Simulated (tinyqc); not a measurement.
From results back to parameters: conductance of a narrow metal strip with scatterers (square lattice, Green functions). Three cases, with inputs chosen for the exercise.

Problem. Boundaries with reflection R, a distance dg apart, add incoherently to the scattering in a one-dimensional channel: rho/rho0 = 1 + (lam/dg) R/(1 - R). The ratio comes from a hidden R.

Case 1.

Values chosen (out of a larger set: hopping and spacing of the size met in Cu or Al; the lattice is a model; not measured data): lam = 20 nm (bulk mean free path); dg = 27 nm (distance between boundaries).

rho/rho0 = 1.39886

Case 2.

Values chosen (out of a larger set: hopping and spacing of the size met in Cu or Al; the lattice is a model; not measured data): lam = 25 nm (bulk mean free path); dg = 53 nm (distance between boundaries).

rho/rho0 = 1.22198

Case 3.

Values chosen (out of a larger set: hopping and spacing of the size met in Cu or Al; the lattice is a model; not measured data): lam = 22 nm (bulk mean free path); dg = 29 nm (distance between boundaries).

rho/rho0 = 1.50575

Find: R; effective mean free path lam rho0/rho.

Solution. y = (rho/rho0 - 1) dg/lam = R/(1 - R), so R = y/(1 + y).

Case 1.

R = 0.350
effective mean free path lam rho0/rho = 14.30 nm

Case 2.

R = 0.320
effective mean free path lam rho0/rho = 20.46 nm

Case 3.

R = 0.400
effective mean free path lam rho0/rho = 14.61 nm

Computed by tinyqc, one run a case: `OMP_NUM_THREADS=1 python tinyqc.py N N+1 out.jsonl` with N = 1482738, 1482762, 1482792; one thread of a shared Intel(R) Xeon(R) Processor @ 2.30GHz, about 0.01 s a run at most.
